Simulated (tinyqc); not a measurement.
# Floating body of a partially depleted SOI transistor: body voltage and kink: output curve and kink

Source at 0 V. Channel current Ic = 2 nf K Vt^2 [F(0) - F(Vd)](1 + la Vd), F(V) = ln^2(1 + exp((Vg - VT - nf V)/(2 nf Vt))), VT = VT0 - gb Vb. Saturation voltage Vs = 2 Vt sqrt(F(0)) + 3 Vt, excess Ve = (Vd - Vs + sqrt((Vd - Vs)^2 + 0.0004 V^2))/2, multiplication M1 = Ai Ve exp(-Bl/Ve). Each junction passes D(v) = J1 (exp(v/Vt) - 1) + J2 (exp(v/(2 Vt)) - 1). Bipolar current Ib = bb J1 (exp(Vb/Vt) - 1). The body settles where M1 (Ic + Ib) = D(Vb) + D(Vb - Vd) + Vb/Rb; drain current Id = (1 + M1)(Ic + Ib) - D(Vb - Vd).

Rows with more than one solution for Vb (latch) are left out; dId/dVd by a forward difference over 1e-4 V, swing = 1e-4 V over the change of log10 Id; M1 under 1e-12 is printed as 0.

Parameters, values chosen for the exercise; values of the order met in partially depleted silicon-on-insulator transistors: temperature T = 300 K; threshold at zero body voltage VT0 = 0.55 V; fall of the threshold per volt of body voltage gb = 0.2; slope factor nf = 1.45; gain factor per width K = 130 uA/(V^2 um); channel-length modulation factor la = 0.08 1/V; impact-ionisation prefactor Ai = 1.49 1/V; impact-ionisation voltage Bl = 6 V; diffusion saturation current of each junction J1 = 2.2e-13 uA/um; recombination saturation current of each junction J2 = 2.2e-8 uA/um; gain of the lateral bipolar transistor on the diffusion current bb = 1; resistance of a weak body tie to the source (1e9 stands for no tie, and the term is then dropped) Rb = 1e9 kohm um; gate voltage Vg = 0.59 V.

Constants: q = 1.602176634e-19 C, kB = 1.380649e-23 J/K, Vt = kB T/q. Results are converted to the units shown.

Output curve and kink:
```
Vd (V)	Vb (V)	M1	Id, floating (uA/um)	Id, grounded (uA/um)	ratio	dId/dVd, floating (uS/um)	dId/dVd, grounded (uS/um)
0.8	0.4070	6.808e-5	0.8686	0.2655	3.272	1.937	0.02048
1	0.5356	7.655e-4	1.194	0.2698	4.426	1.302	0.02322
1.2	0.6023	0.003854	1.408	0.2751	5.119	0.9021	0.03001
1.4	0.6420	0.01212	1.575	0.2821	5.584	0.8078	0.04137
1.6	0.6696	0.02847	1.743	0.2919	5.971	0.8897	0.05676
1.8	0.6905	0.05525	1.940	0.3050	6.361	1.105	0.07518
2	0.7075	0.09406	2.194	0.3221	6.811	1.455	0.09566
2.2	0.7220	0.1457	2.533	0.3434	7.377	1.974	0.1174
```

What does the table show?

Vb rises from 0.407 to 0.722 V and the ratio of the currents rises from 3.27 to 7.38. The output conductance with a floating body exceeds the grounded value by the largest factor among the rows, 94.6, at Vd = 0.8 V, where Vb = 0.407 V and M1 = 6.81e-5.

Range of the model: The multiplication law is an empirical form chosen for the exercise; self-heating and capacitive coupling to the body are left out, and the linear laws are rough once Vb passes about 0.7 V or M1 about 0.1.

tinyqc, about 0.2 s, one thread, Intel Xeon 2.30GHz (shared host): `OMP_NUM_THREADS=1 python tinyqc.py 2182064 2182065 out.jsonl`
